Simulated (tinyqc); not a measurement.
# Carrier lifetime of an n-type layer with SRH, radiative, Auger and surface recombination: what changes with what

Uniform excess density dn = dp (no trapping), n = n0 + dn, p = p0 + dn, Boltzmann statistics, full ionisation. Surfaces enter as a rate 2 S dn/d, which holds while diffusion to them is fast.

Values chosen for this exercise; band and dielectric values close to those of silicon: temperature T = 300 K; band gap Eg = 1.1 eV; conduction-band density of states at T Nc = 2.85e19 cm^-3; valence-band density of states at T Nv = 2.62e19 cm^-3; radiative coefficient B = 4.78e-15 cm^3/s; donor density N = 1.4e15 cm^-3; Auger coefficient (two electrons) Cn = 2.9e-31 cm^6/s; Auger coefficient (two holes) Cp = 2.2e-31 cm^6/s; trap density Nt = 4.2e12 cm^-3; capture cross-section for electrons sn = 4e-16 cm^2; capture cross-section for holes sp = 1e-14 cm^2; thermal velocity (both carriers) vth = 1.5e7 cm/s; trap level below the conduction band Et = 0.61 eV; surface recombination velocity (both faces) S = 0 cm/s; sample thickness d = 60 um.

Constants: q = 1.602176634e-19 C, kB = 1.380649e-23 J/K, Vt = kB T/q. Results are converted to the units shown.

Each table varies one quantity; the others keep the values above.

## Lifetime against injection

ni = sqrt(Nc Nv) exp(-Eg/(2 Vt)), Eg in volts; majority density N/2 + sqrt(N^2/4 + ni^2), n0 p0 = ni^2; n1 = Nc exp(-Et/Vt), p1 = Nv exp((Et - Eg)/Vt); tn0 = 1/(sn vth Nt), tp0 = 1/(sp vth Nt). With e = n p - ni^2 = dn (n0 + p0 + dn): U_SRH = e/(tp0 (n + n1) + tn0 (p + p1)), U_rad = B e, U_Aug = (Cn n + Cp p) e, U_s = 2 S dn/d. Each tau is dn over its rate; tau = dn/U with U the sum.

Result of one run:

| dn (cm^-3) | tau_SRH (s) | tau_rad (s) | tau_Aug (s) | tau (s) | radiative share (%) | largest path |
|---|---|---|---|---|---|---|
| 1e12 | 1.620e-6 | 0.1493 | 1.756 | 1.620e-6 | 0.001085 | SRH |

What becomes of these results when the excess density dn is changed from 1e12 to 1e18 cm^-3, all else the same?

Result of the changed run:

| dn (cm^-3) | tau_SRH (s) | tau_rad (s) | tau_Aug (s) | tau (s) | radiative share (%) | largest path |
|---|---|---|---|---|---|---|
| 1e18 | 4.121e-5 | 2.089e-4 | 1.956e-6 | 1.851e-6 | 0.8861 | Auger |

The whole series:

| dn (cm^-3) | tau_SRH (s) | tau_rad (s) | tau_Aug (s) | tau (s) | radiative share (%) | largest path |
|---|---|---|---|---|---|---|
| 1e11 | 1.594e-6 | 0.1494 | 1.759 | 1.594e-6 | 0.001067 | SRH |
| 1e12 | 1.620e-6 | 0.1493 | 1.756 | 1.620e-6 | 0.001085 | SRH |
| 1e13 | 1.873e-6 | 0.1484 | 1.725 | 1.873e-6 | 0.001262 | SRH |
| 1e14 | 4.237e-6 | 0.1395 | 1.459 | 4.237e-6 | 0.003038 | SRH |
| 1e15 | 1.812e-5 | 0.08717 | 0.4549 | 1.812e-5 | 0.02079 | SRH |
| 1e16 | 3.640e-5 | 0.01835 | 0.01593 | 3.624e-5 | 0.1975 | SRH |
| 1e17 | 4.072e-5 | 0.002063 | 1.918e-4 | 3.305e-5 | 1.602 | SRH |
| 1e18 | 4.121e-5 | 2.089e-4 | 1.956e-6 | 1.851e-6 | 0.8861 | Auger |
| 1e19 | 4.126e-5 | 2.092e-5 | 1.960e-8 | 1.958e-8 | 0.09359 | Auger |

SRH recombination leads at dn = 1e11, Auger from 1e18 on. The total lifetime goes from 1.59e-6 through a maximum of 3.62e-5 (at dn = 1e16 among the rows listed) to 1.96e-8 s. tau_SRH goes from 1.59e-6 s (low-injection limit 1.59e-6 s) to 4.13e-5 s (high-injection limit tn0 + tp0 = 4.13e-5 s). Between the last two rows tau_rad goes as dn^(-1.00) and tau_Aug as dn^(-2.00); the radiative share goes from 0.00107 through a maximum of 1.60 (at dn = 1e17 among the rows listed) to 0.0936 %. For dn = 1e19 the carriers are degenerate, where B and the Auger coefficients no longer stay constant.

## Effect of the trap level below the conduction band at dn = 4e14 cm^-3

Same model as above.

Here dn = 4e14 cm^-3.

The same in every row: tau_rad (s) = 0.11623; tau_Aug (s) = 0.91075.

Effect of the trap level below the conduction band at dn = 4e14 cm^-3:

| Et (eV) | tau_SRH (s) | tau (s) | radiative share (%) | largest path |
|---|---|---|---|---|
| 0.06 | 0.0024780 | 0.0024198 | 2.0820 | SRH |
| 0.18 | 3.4194e-5 | 3.4183e-5 | 0.029411 | SRH |
| 0.3 | 1.0635e-5 | 1.0634e-5 | 0.0091494 | SRH |
| 0.43 | 1.0407e-5 | 1.0406e-5 | 0.0089534 | SRH |
| 0.55 | 1.0406e-5 | 1.0405e-5 | 0.0089524 | SRH |
| 0.67 | 1.0440e-5 | 1.0439e-5 | 0.0089818 | SRH |
| 0.79 | 1.3985e-5 | 1.3984e-5 | 0.012031 | SRH |
| 0.92 | 5.5712e-4 | 5.5413e-4 | 0.47677 | SRH |
| 1.04 | 0.056722 | 0.036587 | 31.480 | SRH |

SRH recombination leads at Et = 0.06 and in all other rows. tau_SRH goes from 0.00248 through a minimum of 1.04e-5 (at Et = 0.55 among the rows listed) to 0.0567 s and the total lifetime goes from 0.00242 through a minimum of 1.04e-5 (at Et = 0.55 among the rows listed) to 0.0366 s. tau_SRH is within a factor 1.5 of its lowest value for Et from 0.3 to 0.79 eV; nearer a band edge n1 or p1 outgrows the carrier densities and the trap re-emits what it captured.

Computed by the program tinyqc: `OMP_NUM_THREADS=1 python tinyqc.py 2300145 2300146 out.jsonl`, one thread of a shared Intel Xeon 2.30GHz, about 0.01 s for the whole run.
